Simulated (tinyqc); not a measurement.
Worked calculation: Pariser-Parr-Pople SCF with singles CI, for the molecule [CH2+]c1ccccc1 (SMILES; centres numbered as the heavy atoms are written). One step of it, computed by the program tinyqc.

Task: Iteration 1: orbitals and new P. Diagonalise F (the basis is taken as orthonormal) and form P = 2 sum c c over the lowest orbitals; 0.3 of the old P is kept.

F (eV):
```
            1C          2C         3C         4C         5C         6C         7C
1C  -10.048909   -3.096336  -0.259562   0.086703   0.163643   0.086703  -0.259562
2C   -3.096336  -10.213649  -3.664665   0.165324   0.530015   0.165324  -3.664665
3C   -0.259562   -3.664665  -9.108714  -4.013206  -0.327002   0.480864   0.481247
4C    0.086703    0.165324  -4.013206  -9.061431  -3.824188  -0.256383   0.480864
5C    0.163643    0.530015  -0.327002  -3.824188  -9.084243  -3.824188  -0.327002
6C    0.086703    0.165324   0.480864  -0.256383  -3.824188  -9.061431  -4.013206
7C   -0.259562   -3.664665   0.481247   0.480864  -0.327002  -4.013206  -9.108714
```

pi electrons, sum of z_r less the charge = 6

P at the start:
```
           1C         2C         3C         4C         5C         6C         7C
1C   0.098225   0.357807   0.134054  -0.060184  -0.124866  -0.060184   0.134054
2C   0.357807   1.340506   0.570364  -0.085383  -0.301363  -0.085383   0.570364
3C   0.134054   0.570364   0.977127   0.700848   0.168884  -0.273365  -0.248501
4C  -0.060184  -0.085383   0.700848   0.906761   0.630040   0.132388  -0.273365
5C  -0.124866  -0.301363   0.168884   0.630040   0.793495   0.630040   0.168884
6C  -0.060184  -0.085383  -0.273365   0.132388   0.630040   0.906761   0.700848
7C   0.134054   0.570364  -0.248501  -0.273365   0.168884   0.700848   0.977127
```

Give: orbital energies; P after iteration 1.

Result:

orbital energies (eV): -16.8252  -14.6177  -13.7087  -9.1774  -4.6863  -4.6833  -1.9885

P after iteration 1:
```
         1C       2C       3C       4C       5C       6C       7C
1C   0.3317   0.5702   0.2284  -0.0962  -0.2232  -0.0962   0.2284
2C   0.5702   1.1466   0.5242  -0.0370  -0.2458  -0.0370   0.5242
3C   0.2284   0.5242   0.9092   0.7079   0.1704  -0.2817  -0.2194
4C  -0.0962  -0.0370   0.7079   0.9416   0.6299   0.0702  -0.2817
5C  -0.2232  -0.2458   0.1704   0.6299   0.8201   0.6299   0.1704
6C  -0.0962  -0.0370  -0.2817   0.0702   0.6299   0.9416   0.7079
7C   0.2284   0.5242  -0.2194  -0.2817   0.1704   0.7079   0.9092
```
